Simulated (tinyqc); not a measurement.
Hall effect and magnetoresistance of several carrier groups with constant relaxation times: one step, computed by the program tinyqc.

Group 1 has charge -e and group 2 charge +e; s_i is that sign. B lies along z; mu B is formed with mu in m^2/(V s).

Question. Back from four measured limits to the two groups. With z_i = s_i mu_i and w_i = s_i n_i the moments M_k = w1 z1^k + w2 z2^k are M_(-1) = (1 + MR_sat) M_0^2/M_1, M_0 = 1/(e R_strong), M_1 = sigma(0)/e, M_2 = R_weak sigma(0)^2/e. The z_i are the roots of z^2 + p z + q with M_2 + p M_1 + q M_0 = 0 and M_1 + p M_0 + q M_(-1) = 0; then w follows from M_0 and M_1. Group 1 is the faster.

Inputs (values chosen for the exercise, for a model conductor): mobility mu1 = 37000 cm^2/(V s); magnetic field B = 11 T.

Carriers: electrons and holes. Densities: per volume.

R_H at strong field = -3184.443 cm^3/C

sigma at B = 0 = 16.36143 S/cm

R_H at weak field = -2208.269 cm^3/C

saturation MR = 749.6876 %

Constants: e = 1.602176634e-19 C.

Give: p and q; signed mobilities s_i mu_i; densities.

Answer.

p and q: 34000  -1.1100e+08

signed mobilities s_i mu_i (cm^2/(V s)): -37000  3000.0

densities (1/cm^3): 2.70e+15  7.4000e+14

Caution: mu B is well above 1, where Landau quantisation, left out here, shows at low temperature.
